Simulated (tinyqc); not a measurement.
The mobility curve: inversion-layer mobility, back-scattering and ballistic limit of a field-effect transistor. Computed by tinyqc, a small Python program. Command: `OMP_NUM_THREADS=1 python tinyqc.py 3030935 3030936 out.jsonl mos walk`. One thread of a shared host (Intel(R) Xeon(R) Processor @ 2.30GHz), about 0.01 s of CPU time with the checks.

The charge at the top of the source barrier is fixed by the gate; series resistance and short-channel effects are left out. F_j are Fermi integrals normalised to exp(eta) in the classical limit.

Inputs (values chosen for the exercise, modelled on a silicon p-channel):
```
quantity                                       value        unit
weight w of the inversion charge               0.333           -
permittivity eps                                11.7           -
phonon mobility at 1 MV/cm and 300 K, mu_ph      110  cm^2/(V s)
roughness mobility at 1 MV/cm, mu_sr             160  cm^2/(V s)
Coulomb mobility at N_inv = 1e12/cm^2, mu_C      240  cm^2/(V s)
electrical oxide thickness t_inv                 5.6          nm
depletion charge N_dep                       1.3e+12      1/cm^2
temperature T                                    300           K
```

Statistics at the top of the barrier: Fermi-Dirac.

Constants: eps_0 = 8.8541878128e-12 F/m; e = 1.602176634e-19 C.

Method. N_inv = 3.9 eps_0 (V_G - V_T)/(e t_inv); effective field E_eff = e (N_dep + w N_inv)/(eps eps_0). mu_phonon = mu_ph (E_eff/1 MV/cm)^(-0.3) (T/300 K)^(-1.75); mu_rough = mu_sr (E_eff/1 MV/cm)^(-2); mu_Coulomb = mu_C (N_inv/1e12 cm^-2) (T/300 K); Matthiessen's rule adds 1/mu.

Mobilities (cm^2/(V s)):
```
V_G - V_T (V)  N_inv (1/cm^2)  E_eff (MV/cm)  phonon  roughness  Coulomb   total
0.03               1.1546e+11        0.20700  176.44     3733.9     27.7   23.80
0.06               2.3092e+11        0.21295  174.95     3528.3     55.4   41.59
0.12               4.6184e+11        0.22484  172.12     3164.9    110.8   66.02
0.20               7.6974e+11        0.24070  168.64     2761.6    184.7   85.43
0.35               1.3470e+12        0.27043  162.85     2187.8    323.3  103.19
0.50               1.9244e+12        0.30016  157.83     1775.8    461.8  110.32
0.75               2.8865e+12        0.34972  150.76     1308.2    692.8  113.11
1.00               3.8487e+12        0.39927  144.88     1003.7    923.7  111.34
1.50               5.7731e+12        0.49838  135.56      644.2   1385.5  103.62
```

What follows from these numbers?

The lowest part is Coulomb from 0.0300 to 0.120, phonon from 0.200 to 1.50 V. The total peaks at 113 near E_eff = 0.35 MV/cm: screening lifts it at low density and the field presses it down at high density.

Extremes, crossings and ranges named in words are read from the listed rows.
